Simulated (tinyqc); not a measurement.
## Pelgrom slope, floor and doping from two device sizes

Question. s^2 = A^2/(L W) + s0^2, with s0 independent of size and A = (q/Cox) sqrt(Na Wd/3) from random dopants alone, Cox = 3.9 eps0/ti. Find A, s0 and Na.

Values chosen for this exercise: oxide-equivalent thickness in inversion ti = 1.3 nm.

Constants: q = 1.602176634e-19 C, eps0 = 8.8541878128e-14 F/cm where lengths are in cm. Results are converted to the units shown.

s for gate areas 0.003 and 0.09 um^2 (mV): [10.5139889, 2.74799299]
Wd = 40.5487232 nm

Solution. s^2 is linear in 1/area: slope A^2, intercept s0^2.

A = 0.565 mV um
s0 = 2.00 mV
Na = 6.50e17 cm^-3

tinyqc, about 0.01 s, one thread, Intel Xeon 2.30GHz (shared host): `OMP_NUM_THREADS=1 python tinyqc.py 2090063 2090064 out.jsonl`
